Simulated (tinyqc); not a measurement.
Inside a calculation. Method: plane-wave Kohn-Sham cycle with exchange-only LDA in a layered model solid. One step of it, computed by the program tinyqc.

Problem. Iteration 1: Hamiltonian at one k. H(m,m') = (k + G_m)^2/2 delta + V(G_m - G_m'), with V(-G) = V(G).

A solid whose potential varies along x alone (atomic units):
```
parameter                      value
period a                    7.300000
cross-section of the cell  32.000000
electrons per cell                 4
grid points                       16
plane waves -n..n, n               3
k points                           1
V1 in V1 cos(2 pi x/a)     -0.720000
```

V(G_m), m = 0, 1, 2, ... (hartree): -0.253816  -0.360000  0.000000  0.000000  0.000000  0.000000  0.000000

k = 0.000000 2 pi / a

Give: H.

Solution.

H (hartree):
```
         -3       -2       -1       +0       +1       +2       +3
-3   3.0799  -0.3600   0.0000   0.0000   0.0000   0.0000   0.0000
-2  -0.3600   1.2278  -0.3600   0.0000   0.0000   0.0000   0.0000
-1   0.0000  -0.3600   0.1166  -0.3600   0.0000   0.0000   0.0000
+0   0.0000   0.0000  -0.3600  -0.2538  -0.3600   0.0000   0.0000
+1   0.0000   0.0000   0.0000  -0.3600   0.1166  -0.3600   0.0000
+2   0.0000   0.0000   0.0000   0.0000  -0.3600   1.2278  -0.3600
+3   0.0000   0.0000   0.0000   0.0000   0.0000  -0.3600   3.0799
```
